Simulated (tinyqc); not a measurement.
# Short-channel transistor, virtual-source model with series resistance: supply voltage at a fixed off current

The current per gate width is the charge at the top of the source barrier (the virtual source) times its velocity times a saturation function; al and be are fitting constants of the model. Units: I in uA/um, Rs in ohm um, so I Rs = 1e-6 I Rs in volts; Q in uC/cm^2, so I = 1e-4 Q vx0 Fsat with vx0 in cm/s.

Intrinsic voltages Vg' = Vgs - I Rs, Vd' = Vds - 2 I Rs. n = n0 + nd Vd', VT = VT0 - dl Vd', Ff = 1/(1 + exp((Vg' - VT + al Vt/2)/(al Vt))), Q = Cinv n Vt ln(1 + exp((Vg' - VT + al Vt Ff)/(n Vt))), Vdsat = (vx0 L/mu)(1 - Ff) + Vt Ff, Fsat = u/(1 + u^be)^(1/be) with u = Vd'/Vdsat, and I = Q vx0 Fsat per width. I is solved self-consistently. For each supply Vdd, VT0 is set so that I(Vgs = 0, Vds = Vdd) = 1 nA/um; Ion = I(Vdd, Vdd); C = Cinv L + 0.33 fF/um of parasitic capacitance; delay C Vdd/Ion, energy C Vdd^2.

Parameters, values chosen for the exercise:
- T = 400 K (temperature)
- Cinv = 1.27 uF/cm^2 (inversion capacitance)
- vx0 = 2.17e7 cm/s (velocity at the virtual source)
- mu = 450 cm^2/(V s) (apparent mobility)
- L = 90 nm (channel length)
- dl = 0.156 V/V (drain-induced barrier lowering)
- n0 = 1.28 (subthreshold factor)
- nd = 0 1/V (growth of n with drain voltage)
- al = 3.5 (threshold shift (in units of Vt) from weak to strong inversion)
- be = 1.8 (sharpness of saturation)
- Rs = 70 ohm um (series resistance of each contact)

Constants: q = 1.602176634e-19 C, kB = 1.380649e-23 J/K, Vt = kB T/q. Results are converted to the units shown.

Result of one run:

| VT0 (V) | Ion (uA/um) | delay (ps) | energy (fJ/um) |
|---|---|---|---|
| 0.72965 | 91.525 | 9.6564 | 0.53028 |

Which supply voltage Vdd gave this result: 0.6, 0.7, 0.9 or 1.1 V?

Vdd = 0.6 V.

The whole series:

| Vdd (V) | VT0 (V) | Ion (uA/um) | delay (ps) | energy (fJ/um) |
|---|---|---|---|---|
| 0.4 | 0.69826 | 4.9032 | 120.17 | 0.23568 |
| 0.5 | 0.71398 | 26.150 | 28.164 | 0.36825 |
| 0.6 | 0.72965 | 91.525 | 9.6564 | 0.53028 |
| 0.7 | 0.74529 | 210.66 | 4.8947 | 0.72177 |
| 0.8 | 0.76091 | 366.57 | 3.2147 | 0.94272 |
| 0.9 | 0.77653 | 544.35 | 2.4354 | 1.1931 |
| 1 | 0.79215 | 736.21 | 2.0008 | 1.4730 |
| 1.1 | 0.80776 | 937.43 | 1.7284 | 1.7823 |

The VT0 needed rises from 0.698 to 0.808 V and Ion rises from 4.90 to 937 uA/um. The delay falls from 120 to 1.73 ps, while the energy grows as Vdd^2. Going from 0.4 to 0.5 V changes the delay by -77 %, going from 1 to 1.1 V by -14 %.

Computed by the program tinyqc: `OMP_NUM_THREADS=1 python tinyqc.py 2380016 2380017 out.jsonl`, one thread of a shared Intel Xeon 2.30GHz, about 0.01 s for the whole run.
